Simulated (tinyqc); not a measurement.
Vacuum evaporation: vapour pressure, source flux, thickness distribution, purity and step coverage: one step, computed by the program tinyqc.

Molecular flow, unit sticking of the metal, no re-evaporation. The background gas is taken as water vapour (18.015 g/mol, collision diameter 0.37 nm) at 300 K.

Task: Offset source and rotation. Rotating wafer, source offset by s and facing upwards: thickness at radius r is the mean over the angle a of (1 + (r^2 + s^2 - 2 r s cos a)/h^2)^(-(n + 3)/2), by 360 equal steps; non-uniformity (max - min)/(max + min) over 21 radii from 0 to R.

Inputs (values chosen for the exercise, modelled on copper, with constants for the liquid):
```
quantity                         value  unit
directionality n                     4     -
source-to-wafer distance h          25    cm
wafer radius R                     2.5    cm
source offset from the axis s/h   0.53     -
```

Give: centre thickness relative to an axial source; edge over centre, rotating; non-uniformity, rotating.

Result:

centre thickness relative to an axial source = 0.42043

edge over centre, rotating = 0.99938

non-uniformity, rotating = 0.031077 %
